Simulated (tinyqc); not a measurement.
Mass and optical strength against direction: two-band tight binding of a puckered layer.

With X = kx ax/2 and Y = ky ay/2: h = t2 + 2 cos(Y) (t1 exp(iX) + t3 exp(-iX)) + t5 exp(2iX), d = 4 t4 cos(X) cos(Y), H = [[d, h], [h*, d]], E = d -/+ |h|.

Values chosen for the exercise (near a published set for monolayer black phosphorus; not measured data):

| symbol | value | unit | meaning |
|---|---|---|---|
| ax | 4.56 | angstrom | period along x (armchair) |
| ay | 3.31 | angstrom | period along y (zigzag) |
| t1 | -1.21 | eV | along the zigzag |
| t2 | 3.622 | eV | across the pucker |
| t3 | -0.187 | eV | second in the sheet |
| t4 | -0.104 | eV | same sublattice |
| t5 | -0.051 | eV | far across |

masses (m0):
```
                x        y
electron  0.15674  0.86667
hole      0.17204  1.16989
```

chi = -4.89744 eV angstrom

Angle from x. 1/m(theta) = cos^2/mx + sin^2/my. Near Gamma only x-polarised light couples the bands, with strength chi^2 cos^2(theta), chi = ax (t1 - t3 + t5) = d Im(h)/dkx; the positions of the atoms inside the cell, which would change this dipole but not the masses, are left out. The last column is the transition energy at |k| = 0.1 1/angstrom from the full bands, less the gap.

Against angle:

| theta (deg) | m_e (m0) | m_h (m0) | strength (eV^2 angstrom^2) | rise of the transition (eV) |
|---|---|---|---|---|
| 0 | 0.157 | 0.172 | 23.98 | 0.4110 |
| 15 | 0.166 | 0.182 | 22.38 | 0.3902 |
| 30 | 0.197 | 0.219 | 17.99 | 0.3322 |
| 45 | 0.265 | 0.300 | 11.99 | 0.2504 |
| 60 | 0.406 | 0.478 | 6.00 | 0.1653 |
| 75 | 0.665 | 0.843 | 1.61 | 0.1006 |
| 85 | 0.838 | 1.121 | 0.18 | 0.0791 |
| 90 | 0.867 | 1.170 | 0.00 | 0.0764 |

The light-mass direction rules: at 45 degrees the electron mass is still 0.265, 1.69 times the value along x, against 5.5 times at 90 degrees. At |k| = 0.1 the transition has risen 5.4 times as much along x as along y.

Program tinyqc; command `OMP_NUM_THREADS=1 python tinyqc.py 1452683 1452684 out.jsonl`; about 0.01 s on one thread of a shared Intel(R) Xeon(R) Processor @ 2.30GHz.
